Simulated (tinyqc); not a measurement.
# Worked calculation: ellipsometry and reflectance of a transparent film on an absorbing substrate

Computed by the program tinyqc: `OMP_NUM_THREADS=1 python tinyqc.py 2870119 2870120 out.jsonl`, one thread of a shared Intel Xeon 2.30GHz, about 0.01 s for the whole run. Printed values are rounded.

Air (index 1), film, substrate with N2 = n2 - i k2; time factor exp(+i w t). q_j = sqrt(N_j^2 - sin^2 th), root with positive real part. Fresnel coefficients r_s = (q_a - q_b)/(q_a + q_b), r_p = (N_b^2 q_a - N_a^2 q_b)/(N_b^2 q_a + N_a^2 q_b). tan(Psi) exp(i Delta) = R_p/R_s, Delta taken from 0 to 360 degrees.

Parameters, values chosen for the exercise; indices close to those of photoresist on silicon:
- lam = 405 nm (wavelength)
- th = 65 degrees (angle of incidence)
- n1 = 1.648 (index of the transparent film)
- d = 150 nm (film thickness)
- n2 = 5.42 (index of the substrate)
- k2 = 0.329 (extinction coefficient of the substrate)

## Interface coefficients and thickness period

q0, q1, q2 and the coefficients r01 and r12 for p and s; the results repeat in d with the period lam/(2 q1).

q0 = 0.422618
q1 = 1.37641
q2 = 5.34398-0.33368i
r01,p = -0.0905717
r01,s = -0.530171
r12,p = 0.472718-0.022878i
r12,s = -0.591385+0.020289i
period = 147.122 nm

## Psi, Delta and reflectances

beta = 2 pi d q1/lam, X = exp(-2 i beta), R = (r01 + r12 X)/(1 + r01 r12 X) for p and s.

beta = 3.20306 rad
X = 0.992454-0.122618i
R_p = 0.391680-0.087214i
R_s = -0.852395+0.038768i
Psi = 25.1863 degrees
Delta = 170.051 degrees
|R_p|^2 = 0.161020
|R_s|^2 = 0.728080

The bare substrate gives Psi = 25.10 and Delta = 177.02 degrees.
